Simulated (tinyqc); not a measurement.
Worked calculation: plane-wave Kohn-Sham cycle with exchange-only LDA in a layered model solid. Computed by tinyqc, a small Python program that keeps every step. Settings: points = 16, plane-wave index or count = 3, electrons = 2, k points = 4, area = 16.0, mixing = 0.1, iteration cap = 52, Kerker q0 = 1.41. Command: `OMP_NUM_THREADS=1 python tinyqc.py 20267 20268 out.jsonl` (the two numbers bound the seeds that draw the settings). One thread of a shared host (Intel(R) Xeon(R) Processor @ 2.60GHz), about 0.03 s of CPU time with the checks. Later iterations appear only in the table of the cycle.

## Iteration 1: potential

A solid whose potential varies along x alone (atomic units):
```
parameter                      value
period a                    9.900000
cross-section of the cell  16.000000
electrons per cell                 2
grid points                       16
plane waves -n..n, n               3
k points                           4
V1 in V1 cos(2 pi x/a)     -0.400000
V2 in V2 cos(4 pi x/a)     -0.270000
```

density at the start, on the grid x_j = j a/N (e/bohr^3): [0.0126263, 0.0126263, 0.0126263, 0.0126263, 0.0126263, 0.0126263, 0.0126263, 0.0126263, 0.0126263, 0.0126263, 0.0126263, 0.0126263, 0.0126263, 0.0126263, 0.0126263, 0.0126263]

V_H(G) = 4 pi rho(G)/G^2 for G != 0 (uniform background); v_x = -(3 rho/pi)^(1/3); V = V_ext + V_H + v_x; Fourier components f(G_m) = (1/N) sum_j f(x_j) exp(-i G_m x_j).

Potentials on the grid (hartree):
```
x           V_ext      V_H       v_x         V
0.00000  -0.67000  0.00000  -0.22931  -0.89931
0.61875  -0.56047  0.00000  -0.22931  -0.78978
1.23750  -0.28284  0.00000  -0.22931  -0.51215
1.85625   0.03785  0.00000  -0.22931  -0.19146
2.47500   0.27000  0.00000  -0.22931   0.04069
3.09375   0.34399  0.00000  -0.22931   0.11469
3.71250   0.28284  0.00000  -0.22931   0.05354
4.33125   0.17863  0.00000  -0.22931  -0.05067
4.95000   0.13000  0.00000  -0.22931  -0.09931
5.56875   0.17863  0.00000  -0.22931  -0.05067
6.18750   0.28284  0.00000  -0.22931   0.05354
6.80625   0.34399  0.00000  -0.22931   0.11469
7.42500   0.27000  0.00000  -0.22931   0.04069
8.04375   0.03785  0.00000  -0.22931  -0.19146
8.66250  -0.28284  0.00000  -0.22931  -0.51215
9.28125  -0.56047  0.00000  -0.22931  -0.78978
```

V(G_m), m = 0, 1, 2, ... (hartree): [-0.22931, -0.20000, -0.13500, 0.00000, 0.00000, 0.00000, 0.00000]

## Iteration 1: Hamiltonian at one k

k = 0.12500 2 pi / a

H(m,m') = (k + G_m)^2/2 delta + V(G_m - G_m'), with V(-G) = V(G).

H (hartree), order -3, -2, -1, +0, +1, +2, +3:
$$\begin{pmatrix}
1.43539 & -0.20000 & -0.13500 & 0.00000 & 0.00000 & 0.00000 & 0.00000 \\
-0.20000 & 0.47874 & -0.20000 & -0.13500 & 0.00000 & 0.00000 & 0.00000 \\
-0.13500 & -0.20000 & -0.07511 & -0.20000 & -0.13500 & 0.00000 & 0.00000 \\
0.00000 & -0.13500 & -0.20000 & -0.22616 & -0.20000 & -0.13500 & 0.00000 \\
0.00000 & 0.00000 & -0.13500 & -0.20000 & 0.02559 & -0.20000 & -0.13500 \\
0.00000 & 0.00000 & 0.00000 & -0.13500 & -0.20000 & 0.68014 & -0.20000 \\
0.00000 & 0.00000 & 0.00000 & 0.00000 & -0.13500 & -0.20000 & 1.73749
\end{pmatrix}$$

## Iteration 1: levels at that k

Diagonalise the Hermitian matrix.

eigenvalues (hartree): [-0.55713, -0.00229, 0.09877, 0.53203, 0.72246, 1.48210, 1.78014]

## Iteration 1: new density

Motion across x is left out: the lowest 1 band(s) hold two electrons at each of the k points (j + 1/2)/nk - 1/2. Residual R = rho(out) - rho(in); rho(new) = rho(in) + 0.1 R, with R(G) scaled by G^2/(G^2 + 1.41^2) (Kerker). rho(out) = 2/(a A nk) sum |psi|^2 with psi = sum c exp(i G x). Harris energy E = band energy - dV sum rho (V_H/2 + v_x) + (3/4) dV sum rho v_x with rho(in), dV = a A/N, band energy = (2/nk) sum of the filled levels.

rho(out) (e/bohr^3): [0.0544623, 0.0431719, 0.0214833, 0.0068607, 0.0016327, 0.0004336, 0.0001540, 0.0000387, 0.0000077, 0.0000387, 0.0001540, 0.0004336, 0.0016327, 0.0068607, 0.0214833, 0.0431719]

density after iteration 1 (e/bohr^3): [0.0140957, 0.0134836, 0.0124575, 0.0120539, 0.0121892, 0.0123979, 0.0125187, 0.0125696, 0.0125836, 0.0125696, 0.0125187, 0.0123979, 0.0121892, 0.0120539, 0.0124575, 0.0134836]

energy per cell = -0.9990402 hartree

## Iteration 2: potential

As before.

Potentials on the grid (hartree):
```
x           V_ext        V_H       v_x         V
0.00000  -0.67000    0.01716  -0.23788  -0.89072
0.61875  -0.56047    0.01389  -0.23438  -0.78097
1.23750  -0.28284    0.00666  -0.22828  -0.50446
1.85625   0.03785  -2.64e-05  -0.22579  -0.18797
2.47500   0.27000   -0.00419  -0.22663   0.03919
3.09375   0.34399   -0.00626  -0.22792   0.10981
3.71250   0.28284   -0.00720  -0.22865   0.04699
4.33125   0.17863   -0.00760  -0.22896  -0.05793
4.95000   0.13000   -0.00771  -0.22905  -0.10675
5.56875   0.17863   -0.00760  -0.22896  -0.05793
6.18750   0.28284   -0.00720  -0.22865   0.04699
6.80625   0.34399   -0.00626  -0.22792   0.10981
7.42500   0.27000   -0.00419  -0.22663   0.03919
8.04375   0.03785  -2.64e-05  -0.22579  -0.18797
8.66250  -0.28284    0.00666  -0.22828  -0.50446
9.28125  -0.56047    0.01389  -0.23438  -0.78097
```

V(G_m), m = 0, 1, 2, ... (hartree): [-0.22926, -0.19548, -0.13448, -0.00045, -0.00026, -0.00006, 0.00000]

## Iteration 2: Hamiltonian at one k

k = 0.12500 2 pi / a

As before.

H (hartree), order -3, -2, -1, +0, +1, +2, +3:
$$\begin{pmatrix}
1.43544 & -0.19548 & -0.13448 & -0.00045 & -0.00026 & -0.00006 & 0.00000 \\
-0.19548 & 0.47879 & -0.19548 & -0.13448 & -0.00045 & -0.00026 & -0.00006 \\
-0.13448 & -0.19548 & -0.07506 & -0.19548 & -0.13448 & -0.00045 & -0.00026 \\
-0.00045 & -0.13448 & -0.19548 & -0.22611 & -0.19548 & -0.13448 & -0.00045 \\
-0.00026 & -0.00045 & -0.13448 & -0.19548 & 0.02564 & -0.19548 & -0.13448 \\
-0.00006 & -0.00026 & -0.00045 & -0.13448 & -0.19548 & 0.68019 & -0.19548 \\
0.00000 & -0.00006 & -0.00026 & -0.00045 & -0.13448 & -0.19548 & 1.73754
\end{pmatrix}$$

## Iteration 2: levels at that k

As before.

eigenvalues (hartree): [-0.54925, -0.00021, 0.09466, 0.53071, 0.72128, 1.48053, 1.77869]

## Iteration 2: new density

As before.

rho(out) (e/bohr^3): [0.0543333, 0.0431025, 0.0215078, 0.0069122, 0.0016652, 0.0004489, 0.0001610, 0.0000414, 0.0000088, 0.0000414, 0.0001610, 0.0004489, 0.0016652, 0.0069122, 0.0215078, 0.0431025]

density after iteration 2 (e/bohr^3): [0.0154898, 0.0143071, 0.0123165, 0.0115194, 0.0117684, 0.0121702, 0.0124069, 0.0125084, 0.0125365, 0.0125084, 0.0124069, 0.0121702, 0.0117684, 0.0115194, 0.0123165, 0.0143071]

energy per cell = -0.9834903 hartree

## Convergence

Stop when sqrt(dV sum R^2) is below 1e-8, dV = a A/N.

Course of the cycle:
```
iteration  E (hartree)  norm of the residual
1           -0.9990402              2.26e-01
2           -0.9834903              2.20e-01
3           -0.9682149              2.13e-01
4           -0.9532957              2.08e-01
5           -0.9387849              2.02e-01
6           -0.9247145              1.96e-01
7           -0.9111030              1.91e-01
8           -0.8979592              1.86e-01
9           -0.8852852              1.81e-01
10          -0.8730781              1.76e-01
11          -0.8613317              1.72e-01
...                ...                   ...
42          -0.6641368              8.08e-02
43          -0.6614224              7.87e-02
44          -0.6588545              7.66e-02
45          -0.6564277              7.45e-02
46          -0.6541370              7.25e-02
47          -0.6519772              7.04e-02
48          -0.6499435              6.84e-02
49          -0.6480311              6.64e-02
50          -0.6462352              6.45e-02
51          -0.6445513              6.25e-02
52          -0.6429748              6.06e-02
```

Not converged within 52 iterations: the residual falls steadily but slowly, by a factor of about 0.97 a step. Reruns (cap 100 unless said): mixing 0.5, Kerker q0 1.0: converged in 49 (E = -0.62545); mixing 0.3, Pulay depth 5: converged in 35 (E = -0.62545); the original settings with a cap of 400: converged in 400 (E = -0.62545).
